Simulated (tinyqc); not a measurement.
Pair lines: donor-acceptor pair recombination.

h nu = Eg - ED - EA + q/(eps R), q = e^2/(4 pi eps0); shell j lies at R = a_lat sqrt(j/2) for the same sublattice and a_lat sqrt(j/2 - 5/16) for opposite ones (on the same sublattice shells 14, 30, 46, 56, 62, ... are empty, where 2j has the form 4^a (8b + 7)); rate W = W0 exp(-2R/aD) with the donor radius aD = q/(2 eps ED). Polarisation and overlap terms, which matter for close pairs, are left out.

Constants: e^2/(4 pi eps0) = 14.39964547 eV angstrom.

Values chosen for the exercise (near those of impurities in Si; not measured data): a_lat = 5.431 angstrom (lattice constant); Eg = 1.178 eV (gap); ED = 49 meV (donor binding); EA = 48.1 meV (acceptor binding); eps = 11.4 (dielectric constant); W0 = 0.31 x 1e7/s (rate at zero distance); kind = same (sublattices of donor and acceptor); shells = (39, 47, 150, 165, 231, 489, 580) (shell numbers).

Energy, rate and lifetime for each shell.

Lines:

| shell | R (angstrom) | Coulomb (meV) | h nu (eV) | step to the next shell (meV) | 1/W (microsecond) |
|---|---|---|---|---|---|
| 39 | 23.98 | 52.7 | 1.1336 | 0.66 | 13.3 |
| 47 | 26.33 | 48.0 | 1.1289 | 0.50 | 19.2 |
| 150 | 47.03 | 26.9 | 1.1078 | 0.089 | 477 |
| 165 | 49.33 | 25.6 | 1.1065 | 0.077 | 681 |
| 231 | 58.37 | 21.6 | 1.1025 | 0.047 | 2.77e+03 |
| 489 | 84.92 | 14.9 | 1.0958 | 0.015 | 1.70e+05 |
| 580 | 92.49 | 13.7 | 1.0946 | 0.012 | 5.51e+05 |

limit for distant pairs = 1.0809 eV
aD = 12.9 angstrom

How do the results move, and what explains it?

The lines crowd together, on average as R^-3: the step falls from 0.66 to 0.012 meV, so distant pairs merge into a band. Close pairs emit higher and 4.13e+04 times faster over this table, so the band shifts to lower energy with delay and to higher energy with stronger pumping. All these lines lie below Eg, and R/aD runs from 1.9 up.

Computed by tinyqc, a small Python program: `OMP_NUM_THREADS=1 python tinyqc.py 1282189 1282190 out.jsonl` (the numbers bound the seed that draws the inputs); one thread of a shared host (Intel(R) Xeon(R) Processor @ 2.30GHz), about 0.03 s for the whole set of steps.
